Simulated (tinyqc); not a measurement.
Thermal and gravitational stress in a wafer during furnace and rapid thermal processing, and the onset of slip: one step, computed by the program tinyqc.

A thin free disc in plane stress, isotropic; T(r) = T_centre + dT (r/R)^n with n = 2. Stress is positive in tension; sigma_SB = 5.670374419e-8 W/(m^2 K^4), g = 9.80665 m/s^2.

Task: Ramp rate in a batch furnace. Critical resolved stress tau_c = A exp(U/(k_B T)), a form chosen for the exercise; slip when 0.492799 |s_tt(R)| > tau_c; allowed |dT| = tau_c (n + 2)/(0.492799 n alpha E). In a stack heated from the rim, heat flows inward by conduction and by radiation between wafers: k_eff = k + (16/3) sigma_SB T^3 s^2/t (a diffusion estimate with the spacing as path length). A steady ramp gives the parabolic lag dT = rho c (ramp) R^2/(4 k_eff); the allowed ramp uses n = 2.

Inputs (values chosen for the exercise, modelled on silicon):
```
quantity                              value        unit
wafer radius R                          150          mm
thickness t                             775  micrometre
Young's modulus E                       153         GPa
expansion alpha                        4.18      1e-6/K
temperature T                          1275           K
prefactor A of the critical stress  0.00024         MPa
energy U of the critical stress        1.12          eV
density rho                            2330      kg/m^3
heat capacity c                         976    J/(kg K)
conductivity k                           24     W/(m K)
wafer spacing s                          10          mm
ramp rate                               7.2       K/min
```

Constants: k_B = 8.617333262e-05 eV/K.

Give: k_eff; lag of the centre; allowed ramp rate.

Result:

k_eff = 104.9 W/(m K)

lag of the centre = 14.64 K

allowed ramp rate = 20.03 K/min

Radiation carries 77 % of the inward flow. The ramp is 0.36 of the allowed one.
